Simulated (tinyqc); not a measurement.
# Changing the time t

Model: Deal-Grove kinetics of thermal oxidation of silicon. Computed by tinyqc, a small Python program. Command: `OMP_NUM_THREADS=1 python tinyqc.py 3003197 3003198 out.jsonl oxide sweep`. One thread of a shared host (Intel(R) Xeon(R) Processor @ 2.30GHz), about 0.2 s of CPU time with the checks.

Oxidant diffuses through the oxide and reacts at the interface, so that dx/dt = B/(A + 2x) for the oxide thickness x.

Inputs (values chosen for the exercise, close to those used for silicon):

| quantity | value | unit |
|---|---|---|
| prefactor B0 | 784 | um^2/h |
| activation energy E_B | 1.23 | eV |
| prefactor (B/A)0 | 6.2e+06 | um/h |
| activation energy E_A | 2.01 | eV |
| temperature T | 825 | C |
| oxidant pressure p | 0.5 | atm |
| pressure exponent m of B/A | 0.78 | - |
| initial oxide x_i | 0.005 | um |

Ambient: dry oxygen. Surface: (111).

Constants: k_B = 8.617333262e-05 eV/K.

Method:
- B = B0 p exp(-E_B/(k_B T)), B/A = (B/A)0 p^m exp(-E_A/(k_B T)), p in atm; A = B/(B/A).
- Temperatures in kelvin are T(C) + 273.15.
- tau = (x_i^2 + A x_i)/B and x = (A/2) [sqrt(1 + 4 B (t + tau)/A^2) - 1], the root of x^2 + A x = B (t + tau).
- Silicon consumed is 0.44 times the oxide grown; the rate is B/(A + 2x).

One run for each value:

| time t (h) | oxide thickness x (um) | final growth rate (um/h) | silicon consumed (um) |
|---|---|---|---|
| 0.03 | 0.005063 | 0.0021013 | 2.7742e-05 |
| 0.074 | 0.005155 | 0.0021004 | 6.8414e-05 |
| 0.18 | 0.005378 | 0.0020982 | 1.6633e-04 |
| 0.45 | 0.005944 | 0.0020926 | 4.1526e-04 |
| 2.7 | 0.010601 | 0.0020476 | 2.4644e-03 |
| 6.6 | 0.018445 | 0.0019762 | 5.9158e-03 |
| 16 | 0.036311 | 0.0018306 | 1.3777e-02 |
| 40 | 0.076856 | 0.0015684 | 3.1617e-02 |

Give the missing row, time t (h) = 1.1.

Computed row:
```
time t (h)  oxide thickness x (um)  final growth rate (um/h)  silicon consumed (um)
1.1                       0.007300                 0.0020793             1.0118e-03
```

Interpolating between the two neighbouring rows (the first column on a logarithmic scale, the others too where they are positive) misses most in oxide thickness x (um), by 8.7 %. Over the rows, oxide thickness x (um) rises from 0.00506 to 0.0769 (exponent d ln y / d ln x 0.020 between the first rows and 0.82 between the last); final growth rate (um/h) falls from 0.00210 to 0.00157 (exponent d ln y / d ln x -4.8e-4 between the first rows and -0.17 between the last); silicon consumed (um) rises from 2.77e-5 to 0.0316 (exponent d ln y / d ln x 1.00 between the first rows and 0.91 between the last). At the low end the exponent of final growth rate is 0.00, close to 0: linear growth has a constant rate. The rate B/(A + 2x) falls as the film lengthens the diffusion path.
